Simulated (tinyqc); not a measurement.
Strain: hole subbands of a hard-walled well, four-band Luttinger model.

Hole energies are counted downwards from the unstrained band edge, c = hbar^2/2m0. After the usual block transformation one block is H = [[P + Q - Zs, R - i S], [R + i S, P - Q + Zs]] in (heavy, light), with P +/- Q = c [(g1 +/- g2) k^2 + (g1 -/+ 2 g2) kz^2], R = sqrt(3) c gR k^2, S = 2 sqrt(3) c g3 k kz, kz = -i d/dz; axial approximation gR = (g2 + g3)/2. Zs = b (e_par - e_perp) is the shear part of the strain (the hydrostatic part shifts all levels alike and is left out). Basis sqrt(2/L) sin(n pi z/L), n = 1 to N, for each component: kz^2 gives (n pi/L)^2 and the heavy-light block is R delta_nm - 2 sqrt(3) c g3 k D_nm with D_nm = 4 n m/(L (n^2 - m^2)) for n + m odd, 0 otherwise. The other block has the same levels. The split-off band is left out.

Constants: hbar^2/2m0 = 3.80998211 eV angstrom^2.

Parameters, chosen for this exercise (near those of AlAs; the results hold for these values, not for the real material):
- g1 = 3.76 (Luttinger gamma1)
- g2 = 0.81 (gamma2)
- g3 = 1.42 (gamma3)
- L = 50 angstrom (well width along [001])
- Zlist = (-0.0448, -0.0373, -0.0176, -0.0056, 0, 0.0167, 0.0392) eV (shear strain energies (negative: tension in the plane, for b < 0))

N = 20. dE is the rise of the top subband from k = 0 to k1 = pi/(4L), m1 = c k1^2/dE (dash if dE is not positive), and the heavy weight is taken at k = pi/L.

Top subband:

| Zs (eV) | HH1 (meV) | LH1 (meV) | dE (meV) | heavy weight | m1 (m0) |
|---|---|---|---|---|---|
| -0.0448 | 77.0 | 36.1 | 0.839 | 0.187 | 1.120 |
| -0.0373 | 69.5 | 43.6 | 0.590 | 0.221 | 1.593 |
| -0.0176 | 49.8 | 63.3 | 2.980 | 0.367 | 0.315 |
| -0.0056 | 37.8 | 75.3 | 3.272 | 0.506 | 0.287 |
| 0.0000 | 32.2 | 80.9 | 3.330 | 0.580 | 0.282 |
| 0.0167 | 15.5 | 97.6 | 3.449 | 0.767 | 0.273 |
| 0.0392 | -7.0 | 120.1 | 3.559 | 0.887 | 0.264 |

What does the comparison show?

HH1 and LH1 cross at Zs = -2 c g2 (pi/L)^2 = -0.0244 eV; for more negative Zs the light hole is on top. Among the rows with HH1 on top, m1 goes from 0.315 to 0.264 m0 as the splitting widens from 14 to 127 meV, against the unmixed 1/(g1 + g2) = 0.219: compression lightens the holes here. m1 describes the neighbourhood of k = 0 only; where HH1 and LH1 lie close, the band may peak further out.

Run: tinyqc, `OMP_NUM_THREADS=1 python tinyqc.py 1250407 1250408 out.jsonl`; Intel(R) Xeon(R) Processor @ 2.30GHz, one thread, shared host; about 0.1 s of CPU time with all checks.
